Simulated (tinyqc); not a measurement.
Worked calculation: Slater-Koster d bands of an fcc metal. Values are carried at full precision from step to step, so a last printed digit may differ when a step is redone from the rounded ones.

Slater-Koster d bands. For a bond with direction cosines (l, m, n) the 5 x 5 block is dds Ps + ddp Pp + ddd (1 - Ps - Pp), the projectors on sigma, pi and delta states about the bond; for instance <xy|xy> = 3 l^2 m^2 dds + (l^2 + m^2 - 4 l^2 m^2) ddp + (n^2 + l^2 m^2) ddd, <xy|yz> = 3 l m^2 n dds + l n (1 - 4 m^2) ddp + l n (m^2 - 1) ddd and <3z2-r2|3z2-r2> = (n^2 - (l^2 + m^2)/2)^2 dds + 3 n^2 (l^2 + m^2) ddp + (3/4)(l^2 + m^2)^2 ddd. H(k) sums the blocks times cos(k.R) over the neighbours; the d level is the zero of energy; k in 2 pi/a.

Values chosen for the exercise (of the size met in Cu; shifted at random, so the results belong to these values and not to a real crystal):
- dds = -0.317 eV (dd sigma)
- ddp = 0.187 eV (dd pi)
- ddd = -0.041 eV (dd delta)
- Es = 3.4 eV (s level)
- sss = -0.7 eV (ss sigma)
- sds = -0.8 eV (sd sigma)
- k = (0.35, 0.43, 0.05) 2 pi/a (wave vector)
- Nd = 9 (d electrons per atom)

## The block of one bond

Direction (1,1,0)/sqrt2; its eigenvalues must be dds once, ddp twice and ddd twice.

block (eV), lower triangle:
```
             xy      yz      zx   x2-y2   3z2-r2
xy      -0.2480
yz            0  0.0730
zx            0  0.1140  0.0730
x2-y2         0       0       0  0.1870
3z2-r2   0.1195       0       0       0  -0.1100
```

## Levels at Gamma

Neighbours: twelve at (a/2)(1,1,0) and equivalents.

Summing the blocks at k = 0 gives E(t2g) = 3 dds + 4 ddp + 5 ddd, E(eg) = 1.5 dds + 6 ddp + 4.5 ddd.

levels (eV): t2g (threefold) -0.4080, eg (twofold) 0.4620

The t2g level lies lower, by 0.8700 eV.

## The Hamiltonian at one k

An s orbital at Es couples to nearest neighbours alone: <s|s> = sss, <s|xy> = sqrt3 l m sds (cyclic), <s|x2-y2> = (sqrt3/2)(l^2 - m^2) sds, <s|3z2-r2> = (n^2 - (l^2 + m^2)/2) sds.

Sum over the neighbours.

H(k) (eV), lower triangle:
```
              s       xy       yz       zx    x2-y2  3z2-r2
s        1.2639
xy       2.4098   0.0956
yz       0.4231  -0.0636  -0.0539
zx       0.3863  -0.0696  -0.3965  -0.3530
x2-y2   -0.3228        0  -0.0632   0.0577  -0.0209
3z2-r2  -0.3726  -0.4157   0.0365   0.0333  -0.1198  0.2558
```

## Levels and character

Diagonalise H; t2g is xy, yz, zx and eg the other two.

levels (eV): -1.9611  -0.5518  -0.1238  0.1820  0.3295  3.3128

weights:
```
     band 1  band 2  band 3  band 4  band 5  band 6
s     0.366   0.008   0.005   0.010   0.013   0.598
t2g   0.623   0.961   0.057   0.653   0.338   0.368
eg    0.010   0.031   0.938   0.338   0.649   0.034
```

## Levels at points of symmetry

Coordinates: G (0, 0, 0), X (1, 0, 0), W (1, 0.5, 0), L (0.5, 0.5, 0.5), K (0.75, 0.75, 0); the others lie half way.

Levels (eV):
```
k        band 1  band 2  band 3  band 4  band 5  band 6
G        -5.000  -0.408  -0.408  -0.408   0.462   0.462
G-X 0.5  -1.602  -0.992   0.292   0.292   0.748   1.762
X        -2.517  -1.576   0.992   0.992   1.034   7.375
W        -0.748  -0.292  -0.292   0.025   0.992   6.615
L        -4.018  -0.400  -0.400   0.856   0.856   6.506
L-G 0.5  -3.131  -0.183  -0.183   0.438   0.438   1.671
K        -1.835  -0.657   0.413   0.576   0.869   6.686
```

On these points the bands run from -5.000 (G) to 7.375 eV (X).

## Second moment and the rectangular band

mu2 = z (dds^2 + 2 ddp^2 + 2 ddd^2)/5 per orbital, with z = 12. A rectangular band with the same mu2 has width W = sqrt(12 mu2), Fermi level W (Nd/10 - 1/2) and bond energy -W Nd (10 - Nd)/20 (Friedel).

mu2 = 0.4171 eV^2
W = 2.2372 eV
Fermi level = 0.8949 eV
bond energy per atom = -1.0067 eV

The bond energy is the attractive part alone; the repulsion between atoms, left out, cancels a large share of it in the cohesive energy.

## Checks

- Levels at Gamma from the formulas against H(0): they agree to 1e-10 or better.
- Second moment from the formula against the mean square level on the mesh: both 0.417094.

Run: tinyqc, `OMP_NUM_THREADS=1 python tinyqc.py 1450771 1450772 out.jsonl`; Intel(R) Xeon(R) Processor @ 2.30GHz, one thread, shared host; about 0.03 s of CPU time with all checks.
